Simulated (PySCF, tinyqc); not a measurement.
RHF in the sto-6g basis, for H4, spin multiplicity 1, step by step. The lowest restricted solution is unstable here: a spin-polarised one lies 0.0227 hartree lower (PySCF). Computed by tinyqc, a small Python program that keeps every step (integrals from PySCF). Settings: charge = 0, multiplicity = 1, basis = sto-6g, energy threshold = 1e-08, iteration cap = 64, orthogonalisation = symmetric, start = random, DIIS depth = 4, method = RHF. Command: `OMP_NUM_THREADS=1 python tinyqc.py 22044 22045 out.jsonl` (the two numbers bound the seeds that draw the settings). One thread of a shared host (Intel(R) Xeon(R) Processor @ 2.60GHz), about 0.07 s of CPU time with the checks. Later iterations appear only in the table of the cycle.

## One-electron integrals

Geometry (angstrom):

| atom | x | y | z |
|---|---|---|---|
| H | 0.000000 | 0.000000 | 0.000000 |
| H | 0.000000 | 0.000000 | 1.145000 |
| H | 0.000000 | 0.000000 | 2.091000 |
| H | 0.000000 | 0.000000 | 3.237000 |

Basis sto-6g: exponents (1/bohr^2) and contraction coefficients of normalised primitives:

| element | l (shell) | exponent | coefficient |
|---|---|---|---|
| H | s (1) | 35.523221 | 0.009164 |
| H | s (1) | 6.513144 | 0.049361 |
| H | s (1) | 1.822143 | 0.168538 |
| H | s (1) | 0.625955 | 0.370563 |
| H | s (1) | 0.243077 | 0.416492 |
| H | s (1) | 0.100112 | 0.130334 |

Overlap, kinetic and nuclear-attraction integrals over the contracted functions; the nuclear repulsion is the sum of Za Zb / Rab.

nuclear repulsion = 2.15281186 hartree

overlap S:
```
          1H 1s     2H 1s     3H 1s     4H 1s
1H 1s  1.000000  0.415775  0.103536  0.014079
2H 1s  0.415775  1.000000  0.528995  0.103368
3H 1s  0.103536  0.528995  1.000000  0.415248
4H 1s  0.014079  0.103368  0.415248  1.000000
```

kinetic energy T (hartree):
```
           1H 1s      2H 1s      3H 1s      4H 1s
1H 1s   0.768522   0.067428  -0.012081  -0.004101
2H 1s   0.067428   0.768522   0.132305  -0.012083
3H 1s  -0.012081   0.132305   0.768522   0.067173
4H 1s  -0.004101  -0.012083   0.067173   0.768522
```

nuclear attraction V (hartree):
```
           1H 1s      2H 1s      3H 1s      4H 1s
1H 1s  -2.110240  -0.855614  -0.207370  -0.026108
2H 1s  -0.855614  -2.484665  -1.219698  -0.206988
3H 1s  -0.207370  -1.219698  -2.484421  -0.854230
4H 1s  -0.026108  -0.206988  -0.854230  -2.109755
```

core Hamiltonian H = T + V (hartree):
```
           1H 1s      2H 1s      3H 1s      4H 1s
1H 1s  -1.341717  -0.788186  -0.219451  -0.030209
2H 1s  -0.788186  -1.716143  -1.087394  -0.219071
3H 1s  -0.219451  -1.087394  -1.715899  -0.787057
4H 1s  -0.030209  -0.219071  -0.787057  -1.341233
```

## Two-electron integrals

Functions are numbered as in S; the eight-fold symmetry (ij|kl) = (ji|kl) = (kl|ij) leaves the list below.

Two-electron integrals (ij|kl) in chemists' order, unique and non-zero (hartree):
```
(11|11) 0.774999   (21|11) 0.247785   (21|21) 0.106726   (22|11) 0.433427
(22|21) 0.247785   (22|22) 0.774999   (31|11) 0.046988   (31|21) 0.022392
(31|22) 0.059933   (31|31) 0.005344   (32|11) 0.172365   (32|21) 0.100047
(32|22) 0.335031   (32|31) 0.028290   (32|32) 0.181541   (33|11) 0.252437
(33|21) 0.144104   (33|22) 0.495962   (33|31) 0.046988   (33|32) 0.335031
(33|33) 0.774999   (41|11) 0.004883   (41|21) 0.002401   (41|22) 0.006716
(41|31) 0.000621   (41|32) 0.003542   (41|33) 0.006717   (41|41) 0.000081
(42|11) 0.025966   (42|21) 0.014427   (42|22) 0.046899   (42|31) 0.004304
(42|32) 0.028238   (42|33) 0.059825   (42|41) 0.000620   (42|42) 0.005325
(43|11) 0.083212   (43|21) 0.044674   (43|22) 0.143883   (43|31) 0.014432
(43|32) 0.099890   (43|33) 0.247395   (43|41) 0.002398   (43|42) 0.022323
(43|43) 0.106429   (44|11) 0.163472   (44|21) 0.083301   (44|22) 0.252319
(44|31) 0.026001   (44|32) 0.172267   (44|33) 0.433138   (44|41) 0.004883
(44|42) 0.046899   (44|43) 0.247395   (44|44) 0.774999
```

## Orthogonalisation

S = U s U^T; symmetric (Loewdin) form X = U s^(-1/2) U^T, so that X^T S X = 1.

eigenvalues of S: 0.323907  0.692220  1.133020  1.850853

X:
```
           1H 1s      2H 1s      3H 1s      4H 1s
1H 1s   1.080286  -0.262436   0.053136  -0.007939
2H 1s  -0.262436   1.236717  -0.371845   0.053079
3H 1s   0.053136  -0.371845   1.236455  -0.262021
4H 1s  -0.007939   0.053079  -0.262021   1.080054
```

## Starting guess

The start is random orthonormal orbitals; D = 2 C_occ C_occ^T.

D at the start:
```
           1H 1s      2H 1s      3H 1s      4H 1s
1H 1s   0.032250   0.271895  -0.183677  -0.021889
2H 1s   0.271895   2.430407  -1.166015  -0.066319
3H 1s  -0.183677  -1.166015   2.105688   0.452130
4H 1s  -0.021889  -0.066319   0.452130   0.116060
```

## Iteration 1: building the Fock matrix

J_ij = sum D_kl (ij|kl), K_ij = sum D_kl (ik|jl); F = H + J - 0.5 K; E = tr D H + tr D J / 2 - 0.25 tr D K + E_nn.

Coulomb J (hartree):
```
          1H 1s     2H 1s     3H 1s     4H 1s
1H 1s  1.416034  0.778194  0.205828  0.026091
2H 1s  0.778194  2.426183  1.252364  0.206102
3H 1s  0.205828  1.252364  2.390986  0.781245
4H 1s  0.026091  0.206102  0.781245  1.471799
```

exchange K (hartree):
```
          1H 1s     2H 1s     3H 1s     4H 1s
1H 1s  0.360935  0.595931  0.153009  0.005076
2H 1s  0.595931  1.605262  0.804624  0.195096
3H 1s  0.153009  0.804624  1.512298  0.660745
4H 1s  0.005076  0.195096  0.660745  0.491672
```

Fock matrix F (hartree):
```
           1H 1s      2H 1s      3H 1s      4H 1s
1H 1s  -0.106151  -0.307957  -0.090128  -0.006655
2H 1s  -0.307957  -0.092590  -0.237342  -0.110518
3H 1s  -0.090128  -0.237342  -0.081062  -0.336184
4H 1s  -0.006655  -0.110518  -0.336184  -0.115269
```

total energy of this density = -1.22665253 hartree

## Iteration 1: diagonalisation and new density

Diagonalise F' = X^T F X, C = X C', fill 2 alpha and 2 beta electrons from the bottom; D = 2 C_occ C_occ^T. Each column has its largest component positive (the first on a tie).

F' = X^T F X (hartree):
```
           1          2          3          4
1   0.040332  -0.371856   0.070311  -0.001810
2  -0.371856   0.239090  -0.349378   0.055287
3   0.070311  -0.349378   0.270109  -0.404091
4  -0.001810   0.055287  -0.404091   0.043911
```

orbital energies (hartree): MO1 -0.360424, MO2 -0.205880, MO3 0.304055, MO4 0.855691

coefficients C:
```
            MO1        MO2        MO3        MO4
1H 1s  0.312003   0.598145   0.697346   0.545310
2H 1s  0.365698   0.380671  -0.549087  -1.076701
3H 1s  0.395088  -0.334494  -0.450753   1.125793
4H 1s  0.411888  -0.525748   0.664790  -0.591645
```

D after iteration 1:
```
           1H 1s      2H 1s      3H 1s      4H 1s
1H 1s   0.910246   0.683590  -0.153615  -0.371926
2H 1s   0.683590   0.557291   0.034302  -0.099020
3H 1s  -0.153615   0.034302   0.535962   0.677183
4H 1s  -0.371926  -0.099020   0.677183   0.892125
```

## Iteration 2: building the Fock matrix

As before.

Coulomb J (hartree):
```
          1H 1s     2H 1s     3H 1s     4H 1s
1H 1s  1.668200  0.716942  0.173694  0.022544
2H 1s  0.716942  1.841267  0.944459  0.172732
3H 1s  0.173694  0.944459  1.831743  0.710665
4H 1s  0.022544  0.172732  0.710665  1.652817
```

exchange K (hartree):
```
           1H 1s     2H 1s     3H 1s      4H 1s
1H 1s   1.090453  0.716832  0.203665  -0.017139
2H 1s   0.716832  0.980335  0.585585   0.211699
3H 1s   0.203665  0.585585  0.968126   0.712752
4H 1s  -0.017139  0.211699  0.712752   1.075264
```

Fock matrix F (hartree):
```
           1H 1s      2H 1s      3H 1s      4H 1s
1H 1s  -0.218744  -0.429660  -0.147589   0.000905
2H 1s  -0.429660  -0.365043  -0.435728  -0.152189
3H 1s  -0.147589  -0.435728  -0.368219  -0.432768
4H 1s   0.000905  -0.152189  -0.432768  -0.226048
```

total energy of this density = -2.00166618 hartree

## Iteration 2: DIIS over 2 matrices

error matrix X^T (FDS - SDF) X:
```
           1          2         3          4
1   0.000000   0.137263  0.068156  -0.017146
2  -0.137263   0.000000  0.022209  -0.068139
3  -0.068156  -0.022209  0.000000  -0.150126
4   0.017146   0.068139  0.150126   0.000000
```

B (overlaps of the stored error matrices):
```
                1               2
1   2.3248626e+00  -3.1744917e-01
2  -3.1744917e-01   1.0290851e-01
```

Minimise |sum c_i e_i|^2 with sum c_i = 1: solve [B -1; -1 0][c; lambda] = [0; -1] with B_ij = tr e_i^T e_j, and take F = sum c_i F_i.

DIIS coefficients: 0.137252  0.862748

extrapolated F (hartree):
```
           1H 1s      2H 1s      3H 1s      4H 1s
1H 1s  -0.203290  -0.412956  -0.139703  -0.000133
2H 1s  -0.412956  -0.327649  -0.408499  -0.146470
3H 1s  -0.139703  -0.408499  -0.328806  -0.419511
4H 1s  -0.000133  -0.146470  -0.419511  -0.210843
```

## Iteration 2: diagonalisation and new density

As before.

F' = X^T F X (hartree):
```
           1          2          3          4
1  -0.031500  -0.417185   0.059077   0.014989
2  -0.417185   0.052648  -0.410924   0.052466
3   0.059077  -0.410924   0.053841  -0.421111
4   0.014989   0.052466  -0.421111  -0.037683
```

orbital energies (hartree): MO1 -0.589507, MO2 -0.332562, MO3 0.212129, MO4 0.747246

coefficients C:
```
            MO1        MO2        MO3        MO4
1H 1s  0.271216   0.552504   0.717650   0.587313
2H 1s  0.432354   0.398038  -0.452901  -1.090387
3H 1s  0.439603  -0.383504  -0.454014   1.091839
4H 1s  0.294650  -0.540754   0.719870  -0.583614
```

D after iteration 2:
```
           1H 1s      2H 1s      3H 1s      4H 1s
1H 1s   0.757637   0.674358  -0.185320  -0.437711
2H 1s   0.674358   0.690729   0.074830  -0.175696
3H 1s  -0.185320   0.074830   0.680652   0.673821
4H 1s  -0.437711  -0.175696   0.673821   0.758468
```

## Iteration 7 (converged): orbitals

converged F (hartree):
```
           1H 1s      2H 1s      3H 1s      4H 1s
1H 1s  -0.206840  -0.414311  -0.142957   0.012506
2H 1s  -0.414311  -0.341286  -0.439049  -0.142748
3H 1s  -0.142957  -0.439049  -0.341049  -0.413905
4H 1s   0.012506  -0.142748  -0.413905  -0.206565
```

As before.

F' = X^T F X (hartree):
```
           1          2          3          4
1  -0.035576  -0.416357   0.060021   0.028024
2  -0.416357   0.058122  -0.448536   0.059981
3   0.060021  -0.448536   0.057980  -0.415919
4   0.028024   0.059981  -0.415919  -0.035698
```

orbital energies (hartree): MO1 -0.603377, MO2 -0.333518, MO3 0.205279, MO4 0.776444

coefficients C:
```
            MO1        MO2        MO3        MO4
1H 1s  0.262352  -0.559253   0.726506  -0.573910
2H 1s  0.449155  -0.366499  -0.440290   1.099777
3H 1s  0.448779   0.367109  -0.441033  -1.099039
4H 1s  0.261843   0.559611   0.726779   0.572816
```

D after iteration 7:
```
           1H 1s      2H 1s      3H 1s      4H 1s
1H 1s   0.763186   0.645606  -0.175137  -0.488538
2H 1s   0.645606   0.672124   0.134053  -0.174977
3H 1s  -0.175137   0.134053   0.672342   0.645895
4H 1s  -0.488538  -0.174977   0.645895   0.763451
```

## Convergence

Stop when the energy changes by less than 1e-08 hartree and every element of the error matrix X^T (F D S - S D F) X is below 3e-05.

Course of the cycle:

| iteration | E (hartree) | change | largest element of the error matrix |
|---|---|---|---|
| 1 | -1.22665253 | - | 7.39e-01 |
| 2 | -2.00166618 | -7.75e-01 | 1.50e-01 |
| 3 | -2.03146161 | -2.98e-02 | 3.15e-02 |
| 4 | -2.03305893 | -1.60e-03 | 3.55e-03 |
| 5 | -2.03307587 | -1.69e-05 | 1.37e-03 |
| 6 | -2.03307852 | -2.66e-06 | 4.03e-05 |
| 7 | -2.03307852 | -1.24e-09 | 4.22e-06 |

PySCF RHF in the same basis = -2.03307852 hartree

Converged in 7 iterations.

## Populations, bond orders and dipole

Mulliken: Z minus the diagonal of D S on the atom; Loewdin: the same with S^(1/2) D S^(1/2); Mayer order: 2 sum_s sum (D(s) S)_ij (D(s) S)_ji over the two atoms.

Charges (e):

| atom | Mulliken | Loewdin |
|---|---|---|
| 1H | -0.006602 | -0.020107 |
| 2H | 0.006623 | 0.020146 |
| 3H | 0.006672 | 0.020142 |
| 4H | -0.006693 | -0.020181 |

Mayer bond orders:

| pair | order |
|---|---|
| 2-1 | 0.767697 |
| 3-1 | -0.001731 |
| 3-2 | 0.233991 |
| 4-1 | 0.233991 |
| 4-2 | -0.001731 |
| 4-3 | 0.767696 |

dipole moment about the origin, x y z (debye): 0.000000  0.000000  -0.000626
